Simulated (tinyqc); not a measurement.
# Changing the drawn line width w

Model: size effects in the resistivity of thin metal films and interconnect lines. Computed by tinyqc, a small Python program. Command: `OMP_NUM_THREADS=1 python tinyqc.py 3015316 3015317 out.jsonl size sweep`. One thread of a shared host (Intel(R) Xeon(R) Processor @ 2.30GHz), about 0.03 s of CPU time with the checks.

Electrons lose their drift at surfaces (a share 1 - p of the hits) and at grain boundaries (reflection R), besides bulk scattering. The line sits in a trench with a non-conducting liner on both walls and the bottom; the spacing equals the drawn width.

Inputs (values chosen for the exercise, modelled on cobalt):
```
quantity,value,unit
bulk resistivity rho_b,5.97,microohm cm
bulk mean free path lambda,12.4,nm
specularity p,0,-
grain-boundary reflection R,0.55,-
grain size over metal width,1.4,-
aspect ratio (height over width),2,-
liner thickness t,0.7,nm
line length,78,micrometre
permittivity of the dielectric k,3.9,-
```

Geometry: line.

Constants: eps_0 = 8.8541878128e-12 F/m.

Method:
- Metal width w_m = w - 2t, height h_m = (aspect ratio) w - t, grain size D = (ratio) w_m.
- Mayadas-Shatzkes: alpha = (lambda/D) R/(1 - R); rho_b/rho = 1 - 3 alpha/2 + 3 alpha^2 - 3 alpha^3 ln(1 + 1/alpha).
- Fuchs-Sondheimer film: rho_b/rho = 1 - (3/(2 kappa))(1 - p) int_0^1 (s - s^3)(1 - exp(-kappa/s))/(1 - p exp(-kappa/s)) ds, f = rho/rho_b, kappa = thickness/lambda, 80 Gauss-Legendre points.
- Line: the excess of a film of thickness w_m and of a film of thickness h_m are added, rho/rho_b = 1 + (f(w_m) - 1) + (f(h_m) - 1), an estimate that holds best when both sides exceed lambda.
- Total: rho = rho_b [1 + surface excess + grain excess]; resistance per length rho/(w_m h_m); capacitance per length C = 2 k eps_0 (aspect ratio + 1/2), a parallel-plate estimate for two neighbours plus a fixed term for the planes above and below; delay 0.38 R C L^2; effective resistivity per drawn area.

One run for each value:
```
drawn line width w (nm),resistance per length (ohm/micrometre),resistivity rho (microohm cm),effective resistivity per drawn area (microohm cm),rho/rho_b from surfaces,rho/rho_b from grains
6.0,6.788e+03,35.28,48.87,2.718,4.192
9.3,1.653e+03,23.38,28.60,2.040,2.876
14.0,4.931e+02,16.96,19.33,1.654,2.188
22.0,1.423e+02,12.69,13.77,1.390,1.735
34.0,4.648e+01,10.20,10.75,1.238,1.470
53.0,1.588e+01,8.63,8.92,1.145,1.301
81.0,5.992e+00,7.69,7.86,1.092,1.197
130.0,2.111e+00,7.04,7.13,1.056,1.123
190.0,9.365e-01,6.70,6.76,1.038,1.084
300.0,3.594e-01,6.43,6.47,1.024,1.054
```

Over the rows, resistance per length (ohm/micrometre) falls from 6790 to 0.359 (exponent d ln y / d ln x -3.2 between the first rows and -2.1 between the last); resistivity rho (microohm cm) falls from 35.3 to 6.43 (exponent d ln y / d ln x -0.94 between the first rows and -0.089 between the last); effective resistivity per drawn area (microohm cm) falls from 48.9 to 6.47 (exponent d ln y / d ln x -1.2 between the first rows and -0.097 between the last). At the high end the exponent of resistance per length is -2.10, close to -2: area alone.

Extremes, crossings and ranges named in words are read from the listed rows.
